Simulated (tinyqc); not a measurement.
All approximations against the coupling: Froehlich polaron in a polar crystal. Computed by tinyqc, a small Python program. Command: `OMP_NUM_THREADS=1 python tinyqc.py 3029496 3029497 out.jsonl frohlich walk`. One thread of a shared host (Intel(R) Xeon(R) Processor @ 2.30GHz), about 0.04 s of CPU time with the checks.

One electron in a parabolic band of mass m*, coupled to dispersionless LO phonons in the continuum model. Energies are in units of hbar omega unless marked, wave numbers in k_0 = sqrt(2 m* omega/hbar).

Inputs (values chosen for the exercise, modelled on silicon carbide):

| quantity | value | unit |
|---|---|---|
| band mass m* | 0.361 | m_0 |
| LO phonon energy hbar omega | 123 | meV |
| eps_inf | 6.61 | - |
| static dielectric constant eps_s | 9.66 | - |
| electron wave number k/k_0 | 0.51 | - |

Constants: hbar^2/(2 m_0) = 3.80998212 eV angstrom^2; e^2/(4 pi eps_0) = 14.39964548 eV angstrom.

Method:
- 1/eps* = 1/eps_inf - 1/eps_s; k_0 = sqrt(2 m* omega/hbar) = sqrt(m* hbar omega / (hbar^2/(2 m_0))) with m* in m_0; alpha = (e^2/(4 pi eps_0)) k_0/(2 eps* hbar omega); polaron length 1/k_0.
- Feynman's bound: E(v, w) = 3 (v - w)^2/(4 v) - (alpha v/sqrt(pi)) int_0^infinity e^-u D(u)^(-1/2) du, D = w^2 u + ((v^2 - w^2)/v)(1 - e^(-v u)); integrals by 80 Gauss-Legendre points in s from 0 to 1 with u = 40 s^2.
- Minimise over v > w > 0 (simplex search); mass m_p/m* = 1 + (alpha v^3/(3 sqrt(pi))) int u^2 e^-u D^(-3/2) du.
- Other columns: second order -alpha; Landau-Pekar Gaussian -alpha^2/(3 pi); Lee-Low-Pines mass 1 + alpha/6. The polaron energy in meV uses the given hbar omega.

coupling constant alpha = 0.301844

Energies (hbar omega) and masses (m*):

| alpha | second order | Gaussian | Feynman | Feynman (meV) | mass, LLP | mass, Feynman | v | w |
|---|---|---|---|---|---|---|---|---|
| 0.075 | -0.075 | -5.9683e-04 | -0.075070 | -9.2336 | 1.0125 | 1.013 | 3.01 | 2.99 |
| 0.15 | -0.15 | -0.0023873 | -0.15028 | -18.484 | 1.025 | 1.026 | 3.02 | 2.98 |
| 0.3 | -0.3 | -0.0095493 | -0.30113 | -37.039 | 1.05 | 1.052 | 3.03 | 2.96 |
| 0.48 | -0.48 | -0.024446 | -0.48292 | -59.399 | 1.08 | 1.086 | 3.05 | 2.94 |
| 3.5 | -3.5 | -1.2998 | -3.6885 | -453.68 | 1.5833 | 2.186 | 3.53 | 2.47 |
| 6.5 | -6.5 | -4.4829 | -7.3920 | -909.22 | 2.0833 | 9.746 | 5.16 | 1.73 |
| 9.5 | -9.5 | -9.5758 | -12.461 | -1532.7 | 2.5833 | 84.79 | 11.1 | 1.24 |
| 13 | -13 | -17.931 | -20.791 | -2557.3 | 3.1667 | 412.8 | 22.2 | 1.11 |

What follows from these numbers?

All three energies are upper bounds (-alpha through the Lee-Low-Pines state), and the Feynman value is the lowest in every row. It lies within 5 % of -alpha up to alpha = 0.48; at alpha = 13 it is 1.16 times the Gaussian value, whose alpha^2 law it approaches with a constant shift of about -3 ln 2 - 3/4 = -2.83 (here -2.86). The mass stays within 10 % of 1 + alpha/6 up to alpha = 0.48 and reaches 413 m* in the last row; w falls from 2.99 towards 1 while v grows to 22.2.

Extremes, crossings and ranges named in words are read from the listed rows.
